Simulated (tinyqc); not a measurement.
Exchange-only LDA atom on a uniform radial grid, spin-unpolarised, for He, step by step. Computed by tinyqc, a small Python program that keeps every step. Settings: Z = 2, points = 256, R = 10.9, functional = Slater exchange alone, mixing = 0.2, iteration cap = 56. Command: `OMP_NUM_THREADS=1 python tinyqc.py 26812 26813 out.jsonl` (the two numbers bound the seeds that draw the settings). One thread of a shared host (Intel(R) Xeon(R) Processor @ 2.60GHz), about 0.7 s of CPU time with the checks. Later iterations appear only in the table of the cycle.

## Iteration 1

Spherical atom on a uniform radial grid r_j = j h with h = R/(N + 1), h sum u^2 = 1 and integrals as h times sums, u(0) = u(R) = 0 (atomic units):

| parameter | value |
|---|---|
| Z | 2 |
| points N | 256 |
| R | 10.900000 |
| h | 0.042412 |
| mixing | 0.200000 |
| electrons in 1s | 2 |

Three-point differences turn -u''/2 + [l(l+1)/2r^2 - Z/r + V] u = e u into a tridiagonal matrix (diagonal 1/h^2 + potential, off-diagonal -1/2h^2). D = sum f u^2; the Hartree potential y/r solves y'' = -D/r with y(0) = 0, y(R) = N_e; v_xc comes from rho = D/(4 pi r^2); E = sum f e - int D V + int D (V_H/2 + eps_xc); V(new) = V + mixing (V_H + v_xc - V).

eigenvalues (hartree): 1s -1.996415

Every 16th grid point:

| r | V in | u(1s) | D | V_H | v_xc |
|---|---|---|---|---|---|
| 0.678599 | 0.000000 | 0.987849 | 1.951692 | 2.486484 | -0.685460 |
| 1.357198 | 0.000000 | 0.509333 | 0.518839 | 1.449510 | -0.277653 |
| 2.035798 | 0.000000 | 0.196958 | 0.077585 | 0.980958 | -0.112466 |
| 2.714397 | 0.000000 | 0.067701 | 0.009167 | 0.736720 | -0.045556 |
| 3.392996 | 0.000000 | 0.021816 | 0.000952 | 0.589444 | -0.018453 |
| 4.071595 | 0.000000 | 0.006749 | 0.000091 | 0.491208 | -0.007475 |
| 4.750195 | 0.000000 | 0.002030 | 0.000008 | 0.421035 | -0.003028 |
| 5.428794 | 0.000000 | 0.000598 | 7.15e-07 | 0.368406 | -0.001226 |
| 6.107393 | 0.000000 | 0.000173 | 6.02e-08 | 0.327472 | -0.000497 |
| 6.785992 | 0.000000 | 0.000050 | 4.94e-09 | 0.294725 | -0.000201 |
| 7.464591 | 0.000000 | 0.000014 | 3.97e-10 | 0.267932 | -0.000082 |
| 8.143191 | 0.000000 | 3.96e-06 | 3.14e-11 | 0.245604 | -0.000033 |
| 8.821790 | 0.000000 | 1.11e-06 | 0 | 0.226711 | -0.000013 |
| 9.500389 | 0.000000 | 3.06e-07 | 0 | 0.210518 | 0.000000 |
| 10.178988 | 0.000000 | 7.94e-08 | 0 | 0.196483 | 0.000000 |
| 10.857588 | 0.000000 | 3.48e-09 | 0 | 0.184203 | 0.000000 |

total energy = -2.56549433 hartree

## Iteration 2

As before.

eigenvalues (hartree): 1s -1.642718

Every 16th grid point:

| r | V in | u(1s) | D | V_H | v_xc |
|---|---|---|---|---|---|
| 0.678599 | 0.360205 | 0.974299 | 1.898515 | 2.438244 | -0.679177 |
| 1.357198 | 0.234371 | 0.536755 | 0.576211 | 1.442570 | -0.287532 |
| 2.035798 | 0.173698 | 0.225739 | 0.101916 | 0.980171 | -0.123172 |
| 2.714397 | 0.138233 | 0.085175 | 0.014510 | 0.736640 | -0.053091 |
| 3.392996 | 0.114198 | 0.030314 | 0.001838 | 0.589436 | -0.022977 |
| 4.071595 | 0.096747 | 0.010403 | 0.000216 | 0.491207 | -0.009973 |
| 4.750195 | 0.083602 | 0.003482 | 0.000024 | 0.421035 | -0.004339 |
| 5.428794 | 0.073436 | 0.001145 | 2.62e-06 | 0.368406 | -0.001890 |
| 6.107393 | 0.065395 | 0.000371 | 2.75e-07 | 0.327472 | -0.000825 |
| 6.785992 | 0.058905 | 0.000119 | 2.83e-08 | 0.294725 | -0.000360 |
| 7.464591 | 0.053570 | 0.000038 | 2.86e-09 | 0.267932 | -0.000157 |
| 8.143191 | 0.049114 | 0.000012 | 2.85e-10 | 0.245604 | -0.000069 |
| 8.821790 | 0.045340 | 3.74e-06 | 2.80e-11 | 0.226711 | -0.000030 |
| 9.500389 | 0.042104 | 1.16e-06 | 0 | 0.210518 | -0.000013 |
| 10.178988 | 0.039297 | 3.33e-07 | 0 | 0.196483 | 0.000000 |
| 10.857588 | 0.036841 | 1.53e-08 | 0 | 0.184203 | 0.000000 |

total energy = -2.62214472 hartree

## Iteration 3

As before.

eigenvalues (hartree): 1s -1.373732

Every 16th grid point:

| r | V in | u(1s) | D | V_H | v_xc |
|---|---|---|---|---|---|
| 0.678599 | 0.639977 | 0.960964 | 1.846902 | 2.395196 | -0.672966 |
| 1.357198 | 0.418505 | 0.557872 | 0.622442 | 1.435466 | -0.295024 |
| 2.035798 | 0.310358 | 0.251023 | 0.126025 | 0.979224 | -0.132205 |
| 2.714397 | 0.247296 | 0.102158 | 0.020873 | 0.736525 | -0.059933 |
| 3.392996 | 0.204650 | 0.039423 | 0.003108 | 0.589423 | -0.027376 |
| 4.071595 | 0.173644 | 0.014726 | 0.000434 | 0.491205 | -0.012574 |
| 4.750195 | 0.150221 | 0.005381 | 0.000058 | 0.421035 | -0.005799 |
| 5.428794 | 0.132052 | 0.001935 | 0.000007 | 0.368406 | -0.002683 |
| 6.107393 | 0.117645 | 0.000688 | 9.46e-07 | 0.327472 | -0.001244 |
| 6.785992 | 0.105997 | 0.000242 | 1.17e-07 | 0.294725 | -0.000578 |
| 7.464591 | 0.096411 | 0.000085 | 1.43e-08 | 0.267932 | -0.000269 |
| 8.143191 | 0.088398 | 0.000029 | 1.72e-09 | 0.245604 | -0.000125 |
| 8.821790 | 0.081608 | 0.000010 | 2.05e-10 | 0.226711 | -0.000058 |
| 9.500389 | 0.075784 | 3.44e-06 | 2.37e-11 | 0.210518 | -0.000027 |
| 10.178988 | 0.070734 | 1.07e-06 | 0 | 0.196483 | 0.000000 |
| 10.857588 | 0.066313 | 5.12e-08 | 0 | 0.184203 | 0.000000 |

total energy = -2.65923630 hartree

## Convergence

Stop when input and output potentials agree to 1e-7.

Course of the cycle (hartree):

| iteration | E | e(1s) | largest \|V(out) - V(in)\| |
|---|---|---|---|
| 1 | -2.56549433 | -1.996415 | 2.44e+00 |
| 2 | -2.62214472 | -1.642718 | 1.85e+00 |
| 3 | -2.65923630 | -1.373732 | 1.39e+00 |
| 4 | -2.68279127 | -1.169324 | 1.04e+00 |
| 5 | -2.69730969 | -1.014055 | 7.78e-01 |
| 6 | -2.70600923 | -0.896118 | 5.79e-01 |
| 7 | -2.71108970 | -0.806509 | 4.30e-01 |
| 8 | -2.71399059 | -0.738376 | 3.20e-01 |
| 9 | -2.71561602 | -0.686515 | 2.38e-01 |
| 10 | -2.71651321 | -0.646984 | 1.78e-01 |
| 11 | -2.71700295 | -0.616799 | 1.34e-01 |
| ... | ... | ... | ... |
| 46 | -2.71758154 | -0.515288 | 3.14e-05 |
| 47 | -2.71758154 | -0.515283 | 2.50e-05 |
| 48 | -2.71758154 | -0.515279 | 1.99e-05 |
| 49 | -2.71758154 | -0.515276 | 1.59e-05 |
| 50 | -2.71758154 | -0.515273 | 1.26e-05 |
| 51 | -2.71758154 | -0.515271 | 1.01e-05 |
| 52 | -2.71758154 | -0.515269 | 8.03e-06 |
| 53 | -2.71758154 | -0.515268 | 6.40e-06 |
| 54 | -2.71758154 | -0.515267 | 5.10e-06 |
| 55 | -2.71758154 | -0.515266 | 4.06e-06 |
| 56 | -2.71758154 | -0.515265 | 3.24e-06 |

Not converged within 56 iterations: the residual falls steadily but slowly, by a factor of about 0.80 a step. Reruns (cap 100 unless said): mixing 0.3: converged in 45; mixing 0.6: converged in 19; the original settings with a cap of 400: converged in 72. Even converged, this uniform grid resolves the cusp poorly and misses the energy of the atom.
